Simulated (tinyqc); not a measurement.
Comparisons within one model: linear model of a band gap against the share of exact exchange. A value that a table varies takes the place of the one given here.

E(alpha) = E0 + S alpha. A wider gap screens less, modelled in the Penn form eps(alpha) = 1 + (e0 - 1)(EP/(EP + S alpha))^2 with a scale EP chosen for the exercise. A dielectric-dependent hybrid takes alpha = 1/eps.

Inputs chosen for the exercise (of the order of those of GaP; shifted at random, so the results belong to these values and not to a real crystal): E0 = 1.65 eV (gap of the semi-local functional); S = 5.2 eV (slope dE/d(alpha)); e0 = 9.83 (optical dielectric constant at alpha = 0); EP = 11.8 eV (energy scale of the screening); Et = 2.35 eV (target gap).

## Sweep of alpha

Also the exciton scale relative to alpha = 0, (m/m(0))(eps(0)/eps)^2, with a mass proportional to E + D, D = E0/2 + 0.3 eV, a k.p rule for direct gaps only.

Results:

| alpha | E (eV) | eps | alpha eps | exciton scale |
|---|---|---|---|---|
| 0.00 | 1.650 | 9.830 | 0.000 | 1.00 |
| 0.05 | 1.910 | 9.453 | 0.473 | 1.18 |
| 0.10 | 2.170 | 9.100 | 0.910 | 1.39 |
| 0.15 | 2.430 | 8.769 | 1.315 | 1.61 |
| 0.20 | 2.690 | 8.458 | 1.692 | 1.86 |
| 0.25 | 2.950 | 8.164 | 2.041 | 2.13 |
| 0.35 | 3.470 | 7.628 | 2.670 | 2.75 |
| 0.50 | 4.250 | 6.929 | 3.465 | 3.90 |

alpha eps reaches 1 between alpha = 0.1 and 0.15 (fixed point 0.111), and the target gap is met between 0.1 and 0.15. At the fixed point the gap is 2.23 eV, -0.12 eV from the target. From 0 to 0.25 the gap grows by 1.30 eV while eps falls by 17 %; the exciton scale, which takes both, grows by a factor of 2.13 (formal for an indirect gap).

## What each parameter does

Fixed point alpha = 1/eps(alpha), gap and eps there. Each row changes one parameter from the base and keeps the others.

Results:

| case | alpha | E (eV) | eps |
|---|---|---|---|
| base | 0.1108 | 2.226 | 9.027 |
| E0 = 1.815 eV | 0.1108 | 2.391 | 9.027 |
| S = 4.68 eV | 0.1098 | 2.164 | 9.108 |
| e0 = 8.847 | 0.1242 | 2.296 | 8.054 |
| EP = 12.98 eV | 0.1099 | 2.221 | 9.101 |

The largest shifts from the base row, up to three for each result and ties (the steps differ in size, so this ranks the rows, not the parameters). alpha: e0 +0.0134, S -0.0010, EP -0.0009; unchanged at the printed digits by E0. E (eV): E0 +0.165, e0 +0.070, S -0.062. eps: e0 -0.973, S +0.081, EP +0.074; unchanged at the printed digits by E0.

Program tinyqc; command `OMP_NUM_THREADS=1 python tinyqc.py 1850861 1850862 out.jsonl`; about 0.01 s on one thread of a shared Intel(R) Xeon(R) Processor @ 2.30GHz.
